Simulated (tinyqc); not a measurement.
Random telegraph noise from one oxide trap in a small MOSFET: two steps of the calculation.

An acceptor-like trap exchanges electrons with the channel. Inversion charge Q = Cox u, u = n Vt W0(exp((Vg - VT)/(n Vt))), W0 the Lambert function, n = nf, Cox = eps0 eox/tox; linear regime Id = (W/L) mu Q Vd. Relative to threshold the surface potential rises by Vt ln(u/u0) and the oxide voltage by the rest of Vg - VT, with u0 = n Vt W0(1).

Values chosen for this exercise; values of the order met in silicon transistors: temperature T = 300 K; relative permittivity of the gate insulator (close to silicon nitride) eox = 7.56; insulator thickness tox = 4.3 nm; depth of the trap from the channel interface xt = 1.9 nm; trap level above the channel Fermi level at threshold E0 = 0.35 eV; capture prefactor s0 = 3e-17 cm^2; capture barrier (lattice relaxation) EB = 0.36 eV; tunnelling decay length lt = 0.12 nm; thermal velocity vth = 2.2e7 cm/s; thickness of the inversion layer zi = 1.6 nm; threshold voltage VT = 0.35 V; body factor nf = 1.1; gate voltage Vg = 1.08 V.

Constants: q = 1.602176634e-19 C, kB = 1.380649e-23 J/K, Vt = kB T/q, eps0 = 8.8541878128e-14 F/cm where lengths are in cm. Results are converted to the units shown.

Question 1. Trap level, time constants and occupancy. N = Cox u/q; dpsi = Vt ln(u/u0); E = E0 - dpsi - (xt/tox)(Vg - VT - dpsi); capture time tc = 1/[(N/zi) vth s0 exp(-xt/lt - EB/Vt)]; emission time te = tc exp(-E/Vt); occupancy te/(tc + te).

Give: u; N; dpsi; E; tc; te; occupancy.

Answer 1.

u = 0.64139 V
N = 6.2318e12 cm^-2
dpsi = 0.095215 V
E = -0.025701 eV
tc = 326.61 s
te = 882.65 s
occupancy = 0.72991

The trap lies 0.99 Vt below the Fermi level, so it is filled 73.0 % of the time.

Question 2. Lorentzian spectrum. Spectrum S(f) = 4 dI^2/{(tc + te)[(1/tc + 1/te)^2 + (2 pi f)^2]}; corner fc = (1/tc + 1/te)/(2 pi); variance dI^2 tc te/(tc + te)^2. Give S at f = 0, at fc and at 10 fc.

tc = 326.60618 s
te = 882.65275 s
dI = 2.2358055 nA

Find: fc; S(0); S(fc); S(10 fc); rms current.

Answer 2.

fc = 6.6761e-4 Hz
S(0) = 9.3972e-16 A^2/Hz
S(fc) = 4.6986e-16 A^2/Hz
S(10 fc) = 9.3042e-18 A^2/Hz
rms current = 0.99271 nA

The rms value is 0.444 of the step; it reaches its largest share, 1/2, when tc = te.

Range of the model: VT is taken as given; short-channel effects and the uneven flow of current among few electrons are left out.

tinyqc, about 0.01 s, one thread, Intel Xeon 2.30GHz (shared host): `OMP_NUM_THREADS=1 python tinyqc.py 2710145 2710146 out.jsonl`
